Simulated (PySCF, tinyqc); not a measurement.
Inside a calculation. Method: RHF in the sto-6g basis, for H4, spin multiplicity 1. The lowest restricted solution is unstable here: a spin-polarised one lies 0.0957 hartree lower (PySCF). One step of it, computed by the program tinyqc.

Question. Iteration 1: diagonalisation and new density. Diagonalise F' = X^T F X, C = X C', fill 2 alpha and 2 beta electrons from the bottom; D = 2 C_occ C_occ^T. Each column has its largest component positive (the first on a tie).

Fock matrix F (hartree):
```
           1H 1s      2H 1s      3H 1s      4H 1s
1H 1s  -0.145254  -0.269276  -0.007880   0.008592
2H 1s  -0.269276  -0.048211  -0.080136  -0.007871
3H 1s  -0.007880  -0.080136  -0.048334  -0.269583
4H 1s   0.008592  -0.007871  -0.269583  -0.145158
```

X:
```
               1          2          3         4
1H 1s   0.527909   0.623335   0.508749  0.381587
2H 1s  -0.671350  -0.498607   0.400606  0.477766
3H 1s   0.673239  -0.496386  -0.399260  0.478779
4H 1s  -0.530244   0.621634  -0.507635  0.382894
```

Give: F' = X^T F X; orbital energies; coefficients C; D after iteration 1.

Answer.

F' = X^T F X (hartree):
```
         1        2        3        4
1   0.3148   0.0000  -0.0318   0.0001
2   0.0000   0.1741  -0.0002  -0.0636
3  -0.0318  -0.0002  -0.2819   0.0001
4   0.0001  -0.0636   0.0001  -0.3014
```

orbital energies (hartree): MO1 -0.3098, MO2 -0.2836, MO3 0.1824, MO4 0.3165

coefficients C:
```
          MO1      MO2      MO3      MO4
1H 1s  0.4587   0.5369   0.5682   0.5002
2H 1s  0.4084   0.3647  -0.5568  -0.6915
3H 1s  0.4105  -0.3626  -0.5543   0.6936
4H 1s  0.4614  -0.5342   0.5666  -0.5026
```

D after iteration 1:
```
         1H 1s    2H 1s    3H 1s    4H 1s
1H 1s   0.9974   0.7663  -0.0128  -0.1503
2H 1s   0.7663   0.5996   0.0707  -0.0129
3H 1s  -0.0128   0.0707   0.6000   0.7662
4H 1s  -0.1503  -0.0129   0.7662   0.9965
```
